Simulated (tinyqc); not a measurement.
Hueckel theory of the pi electrons with the omega technique, for the molecule c1ccc2[nH]ncc2c1 (SMILES; centres numbered as the heavy atoms are written), step by step. One step of it, computed by the program tinyqc.

Problem. Orbitals, round 2. Diagonalise; E = alpha + x beta with beta < 0, so the largest x are filled first; degenerate levels share their electrons. P = sum n_i c_ri c_si; each orbital has its largest coefficient positive (the first on a tie).

matrix after round 1, lower triangle:
```
           1C        2C         3C        4C        5N        6N        7C         8C
1C  -0.026730
2C   1.000000  0.003944
3C   0.000000  1.000000  -0.032157
4C   0.000000  0.000000   1.000000  0.032157
5N   0.000000  0.000000   0.000000  0.800000  1.739062
6N   0.000000  0.000000   0.000000  0.000000  0.800000  0.287508
7C   0.000000  0.000000   0.000000  0.000000  0.000000  1.000000  0.033440
8C   0.000000  0.000000   0.000000  1.000000  0.000000  0.000000  1.000000  -0.045430
9C   1.000000  0.000000   0.000000  0.000000  0.000000  0.000000  0.000000   1.000000

          9C
9C  0.008207
```

pi electrons, sum of z_r less the charge = 10

Give: x values; occupations; coefficients; charge and bond-order matrix P.

Solution.

x values: 2.616  1.838  1.356  0.886  0.690  -0.734  -1.087  -1.411  -2.154

occupations: 2.000  2.000  2.000  2.000  2.000  0.000  0.000  0.000  0.000

coefficients:
```
      MO1     MO2     MO3     MO4     MO5     MO6     MO7     MO8
1C  0.103  -0.436  -0.137   0.527  -0.086  -0.046   0.547   0.292
2C  0.115  -0.390  -0.393   0.215   0.378  -0.376  -0.171  -0.473
3C  0.197  -0.280  -0.394  -0.337   0.345   0.324  -0.361   0.377
4C  0.408  -0.133  -0.154  -0.524  -0.128   0.149   0.551  -0.047
5N  0.686   0.473  -0.277   0.228  -0.271  -0.226  -0.196   0.100
6N  0.344   0.191   0.287   0.281   0.483   0.549   0.143  -0.347
7C  0.252  -0.082   0.528  -0.015   0.411  -0.380  -0.039   0.510
8C  0.307  -0.339   0.411  -0.293  -0.213  -0.257  -0.099  -0.389
9C  0.157  -0.424   0.203   0.266  -0.440   0.409  -0.409   0.069

       MO9
1C   0.330
2C  -0.312
3C   0.343
4C  -0.416
5N   0.067
6N   0.091
7C  -0.276
8C   0.513
9C  -0.390
```

charge and bond-order matrix P, lower triangle:
```
        1C      2C      3C      4C      5N      6N      7C     8C
1C   1.010
2C   0.634   1.018
3C  -0.022   0.690   1.011
4C  -0.288  -0.003   0.622   0.998
5N   0.092  -0.100  -0.117   0.349   1.792
6N   0.037   0.190  -0.053  -0.277   0.361   1.099
7C  -0.108   0.011   0.023  -0.026  -0.252   0.833   1.035
8C  -0.026  -0.275   0.037   0.576  -0.145  -0.054   0.477  1.019
9C   0.702  -0.011  -0.344   0.012   0.062  -0.213  -0.006  0.582

       9C
9C  1.018
```
